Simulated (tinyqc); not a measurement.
Exchange splitting: exchange-split free-electron bands and tunnelling magnetoresistance.

Majority and minority bands E = c k^2/m -/+ Dx/2, c = hbar^2/2m0, so k_up = sqrt(m (EF + Dx/2)/c), k_dn = sqrt(m (EF - Dx/2)/c); n_s = k_s^3/(6 pi^2), D_s = m k_s/(4 pi^2 c).

Barrier: kappa = sqrt(mb phi/c), c = hbar^2/2m0. With a = k1/m, b = k2/m, w = kappa/mb, the transmission at normal incidence is T(k1, k2) = 4 a b w^2/[w^2 (a + b)^2 + (w^2 + a^2)(w^2 + b^2) sinh^2(kappa d)]. Parallel: G_P = T(up, up) + T(dn, dn); antiparallel: G_AP = 2 T(up, dn); TMR = (G_P - G_AP)/G_AP. Julliere: TMR = 2 P^2/(1 - P^2). Slonczewski factor: P_eff = P_k (w^2 - a_up a_dn)/(w^2 + a_up a_dn), P_k = (k_up - k_dn)/(k_up + k_dn).

Constants: hbar^2/2m0 = 3.80998211 eV angstrom^2.

Parameters, chosen for this exercise:
```
symbol  value  unit      meaning
EF      4.69   eV        Fermi energy above the mean band bottom
m       1.19   m0        mass in the electrodes
phi     1.49   eV        barrier height above EF
mb      1      m0        mass in the barrier
d       12.8   angstrom  barrier thickness
```

Dx takes the listed multiples of 2 EF.

Results:
```
Dx/(2 EF)    k_up    k_dn     P_k    P_eff  TMR (%)
0.10       1.2694  1.1482  0.0501  -0.0225     0.10
0.20       1.3258  1.0825  0.1010  -0.0448     0.40
0.35       1.4063  0.9758  0.1807  -0.0768     1.19
0.65       1.5547  0.7160  0.3693  -0.1239     3.12
0.80       1.6238  0.5413  0.5000  -0.1135     2.61
0.90       1.6683  0.3827  0.6268  -0.0445     0.40
0.97       1.6988  0.2096  0.7803   0.1695     5.92
```

Give the missing row, Dx/(2 EF) = 0.50.

Computed row:
```
Dx/(2 EF)    k_up    k_dn     P_k    P_eff  TMR (%)
0.50       1.4823  0.8558  0.2679  -0.1051     2.23
```

P_k rises from 0.050 to 0.780, and TMR goes from 0.10 % to 5.9 %, not steadily: its largest value is 5.92 % at 0.97 and its smallest 0.10 % at 0.1; P_eff changes sign along the table. At Dx = 2 EF the minority band is empty (a half metal) and G_AP vanishes.

Program tinyqc; command `OMP_NUM_THREADS=1 python tinyqc.py 1681756 1681757 out.jsonl`; about 0.01 s on one thread of a shared Intel(R) Xeon(R) Processor @ 2.30GHz.
